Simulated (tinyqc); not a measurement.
Electroplating on a thin resistive seed layer: kinetics, Wagner number and the terminal effect across a wafer: one step, computed by the program tinyqc. Command: `OMP_NUM_THREADS=1 python tinyqc.py 3121282 3121283 out.jsonl terminal walk`. One thread of a shared host (Intel(R) Xeon(R) Processor @ 2.30GHz), about 0.03 s of CPU time with the checks.

Current enters the seed at the rim. The bath is treated as a local resistance per area (no lateral flow in the liquid), two electrons per ion, molar volume 7.11 cm^3/mol, Faraday constant F = e N_A, kinematic viscosity 0.01 cm^2/s, omega = 2 pi x rpm/60; k_B T/e is in volts.

Problem. Rate, limit and resistances. Growth rate = i V_m/(2 F). Levich limit i_L = 0.62 x 2 F D^(2/3) omega^(1/2) nu^(-1/6) c. Tafel overpotential eta = (k_B T/(alpha e)) ln(i/i_0); kinetic resistance k_B T/(alpha e i); bath resistance h/kappa + plate; R_s = resistivity/t; Wagner number = kinetic resistance x kappa/R.

Inputs (values chosen for the exercise, of the order of those for copper plating on a thin cobalt or ruthenium seed):
```
quantity,value,unit
wafer radius R,15,cm
seed thickness t,19,nm
seed resistivity,11,microohm cm
bath conductivity kappa,0.32,S/cm
gap to the anode h,9.6,cm
extra resistance of a porous plate,0,ohm cm^2
exchange current density i_0,0.19,mA/cm^2
cathodic transfer coefficient alpha,0.32,-
mean current density,8.4,mA/cm^2
diffusivity of the metal ion,5.2e-06,cm^2/s
metal ion concentration,0.52,mol/L
rotation rate,200,rpm
temperature T,298,K
```

Constants: e = 1.602176634e-19 C; N_A = 6.02214076e+23 1/mol; k_B = 8.617333262e-05 eV/K.

Give: growth rate; limiting current i_L; overpotential; kinetic resistance; bath resistance R_b; sheet resistance R_s; Wagner number.

Solution.

growth rate = 185.7 nm/min

limiting current i_L = 184.1 mA/cm^2

overpotential = 304.1 mV

kinetic resistance = 9.553 ohm cm^2

bath resistance R_b = 30 ohm cm^2

sheet resistance R_s = 5.789 ohm/square

Wagner number = 0.2038
